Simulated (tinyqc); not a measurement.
Two-diode model of a solar cell: one step of the calculation.

J is the current delivered and Vj = V + J Rs the junction voltage. J = X JL - J01 (exp(Vj/(n1 Vt)) - 1) - J02 (exp(Vj/(2 Vt)) - 1) - Vj/Rp. The photocurrent does not depend on voltage.

Question. Figures of merit. Jsc at V = 0, Voc at J = 0, the maximum power point where J (1 + 2 Rs G) = G Vj with G = -dJ/dVj; FF = Vmp Jmp/(Voc Jsc); efficiency Vmp Jmp/(X Pin). Empirical fill factor without parasitics FF0 = (v - ln(v + 0.72))/(v + 1), v = Voc/(n1 Vt).

Parameters, values chosen for the exercise; values of the order met in cells of cadmium telluride: temperature T = 298.15 K; photocurrent at one sun JL = 23.7 mA/cm^2; concentration X = 0.1 suns; saturation current of the first diode J01 = 3.4e-17 A/cm^2; ideality factor of the first diode n1 = 1; series resistance Rs = 0 ohm cm^2; shunt resistance Rp = 600 ohm cm^2; incident power at one sun Pin = 100 mW/cm^2; saturation current of the second diode (ideality 2) J02 = 7.6e-10 A/cm^2.

Constants: q = 1.602176634e-19 C, kB = 1.380649e-23 J/K, Vt = kB T/q. Results are converted to the units shown.

Find: Jsc; Voc; Vmp; Jmp; FF; efficiency; FF0.

Answer.

Jsc = 2.3700 mA/cm^2
Voc = 0.72829 V
Vmp = 0.56088 V
Jmp = 1.3933 mA/cm^2
FF = 0.45275
efficiency = 7.8147 %
FF0 = 0.85110

FF is 47 % below FF0. Removing one loss at a time changes the efficiency by: shunt +6.10, second diode +0.54 points.

Program tinyqc, `OMP_NUM_THREADS=1 python tinyqc.py 2280018 2280019 out.jsonl`; Intel Xeon 2.30GHz, shared host, one thread, about 0.01 s.
